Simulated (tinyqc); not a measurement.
Thermal stress, cracking, delamination and buckling of a thin film; Griffith cracks and misfitting inclusions: one step, computed by the program tinyqc.

Isotropic linear elasticity; the substrate is much thicker than the film; stress is positive in tension.

Question. Griffith crack in the substrate. Through crack of length 2a in plane strain: K_Ic = sqrt(2 gamma_s E_s/(1 - nu_s^2)); fracture stress = K_Ic/sqrt(pi a). An edge crack of depth a has K larger by 1.1215.

Inputs (values chosen for the exercise, modelled on a porous low-k oxide on silicon):
```
quantity                          value        unit
substrate Young's modulus E_s       142         GPa
substrate Poisson ratio nu_s       0.22           -
flaw half length a                0.096  micrometre
substrate surface energy gamma_s    1.2       J/m^2
```

Give: toughness K_Ic; fracture stress, inner crack; fracture stress, edge crack.

Answer.

toughness K_Ic = 0.5984 MPa m^0.5

fracture stress, inner crack = 1090 MPa

fracture stress, edge crack = 971.7 MPa

The inner crack lowers the strength to 7.7 % of the ideal E_s/10.
